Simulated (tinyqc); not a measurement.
# Worked calculation: quantum limit of the contact resistance of a three-dimensional channel

Computed by the program tinyqc: `OMP_NUM_THREADS=1 python tinyqc.py 2760067 2760068 out.jsonl`, one thread of a shared Intel Xeon 2.30GHz, about 0.01 s for the whole run. Printed values are rounded.

Parabolic band with gv valleys, C = hbar^2/(2 m0), eta = (EF - Ec)/(kB T). Landauer picture: each mode conducts 2 q^2/h, and the contacts and the channel add incoherently in series, 1/Tt - 1 = 2 (1/tc - 1) + L/lam for the total transmission Tt.

Inputs (values chosen for the exercise):
```
symbol,value,unit,meaning
T,300,K,temperature
m,0.46,m0,mass
gv,3,,valleys
n,2.4e20,cm^-3,carrier density
tc,1,,transmission of each contact
lam,6.6,nm,back-scattering length of the channel
L,24,nm,channel length
```

Constants: q = 1.602176634e-19 C, kB = 1.380649e-23 J/K, hbar = 1.054571817e-34 J s, h = 6.62607015e-34 J s, m0 = 9.1093837015e-31 kg, Vt = kB T/q, hbar^2/(2 m0) = 0.0380998212 eV nm^2. Results are converted to the units shown.

## Fermi level and modes

n = N F12(eta), N = 2 gv (m kB T/(4 pi C))^1.5, F12(x) = (2/sqrt(pi)) int_0^infinity sqrt(u)/(1 + exp(u - x)) du; modes per area M = gv m kB T ln(1 + exp(eta))/(4 pi C); at zero temperature M0 = gv kF^2/(4 pi), kF = (3 pi^2 n/gv)^(1/3). kB T in eV.

N = 2.34871e19 cm^-3
eta = 5.54014
M = 4.13112e13 cm^-2
M0 = 4.24214e13 cm^-2

The zero-temperature count is 2.7 % above the thermal one.

## Resistances

RQ = (h/2q^2)/M for the whole device, R = RQ/Tt; the part of one contact is Rc = RQ (1/tc - 1/2) and the channel adds RQ L/lam.

RQ = 3.12419e-10 ohm cm^2
Rc = 1.56209e-10 ohm cm^2
channel = 1.13607e-9 ohm cm^2
R = 1.44849e-9 ohm cm^2
Tt = 0.215686

The two contacts make up 21.6 % of R.
